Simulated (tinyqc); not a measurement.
Small-signal admittance of a forward-biased p+-n diode: one step of the calculation.

Holes injected into a neutral base of width wb with an ohmic contact at its end; low injection, p0 far above the equilibrium density. A small voltage v exp(i w t), w = 2 pi f, modulates the edge density by p0 v/Vt, and the small-signal density obeys Dp d2p/dx2 = (1/tau + i w) p.

Problem. Closed-form admittance. L = sqrt(Dp tau); direct current J = (q Dp p0/L) coth(wb/L); k = sqrt(1 + i w tau)/L; diffusion admittance Y = (q Dp p0/Vt) k coth(k wb) = G + i w C_diff; junction capacitance C_j = sqrt(q eps0 eps_r Nd/(2 Vr)) in the depletion approximation, with the remaining barrier Vr = Vt ln(Na/p0), a rough value under forward bias; base-width modulation is left out.

Inputs (values chosen for the exercise); permittivity close to that of silicon: temperature T = 275 K; relative permittivity eps_r = 11.7; donor density of the base Nd = 2.1e16 cm^-3; hole diffusion coefficient Dp = 9.8 cm^2/s; hole lifetime tau = 9e-9 s; width of the neutral base wb = 0.83 um; excess hole density at the junction edge p0 = 1.7e13 cm^-3; acceptor density of the p+ side Na = 1e19 cm^-3; signal frequency f = 3.9e7 Hz.

Constants: q = 1.602176634e-19 C, kB = 1.380649e-23 J/K, Vt = kB T/q, eps0 = 8.8541878128e-14 F/cm where lengths are in cm. Results are converted to the units shown.

Find: L; J; k wb; Y; C_diff; C_j.

Solution.

L = 2.9698 um
J = 0.32992 A/cm^2
k wb = 0.36554+0.23562i
Y = 13.931+0.771i S/cm^2
C_diff = 0.0031465 uF/cm^2
C_j = 0.074402 uF/cm^2

G is 1.00 times its low-frequency value J/Vt, and C_diff is 0.0423 times C_j.

Numbers from tinyqc (`OMP_NUM_THREADS=1 python tinyqc.py 2890170 2890171 out.jsonl`; about 0.01 s on one thread of a shared Intel Xeon 2.30GHz).
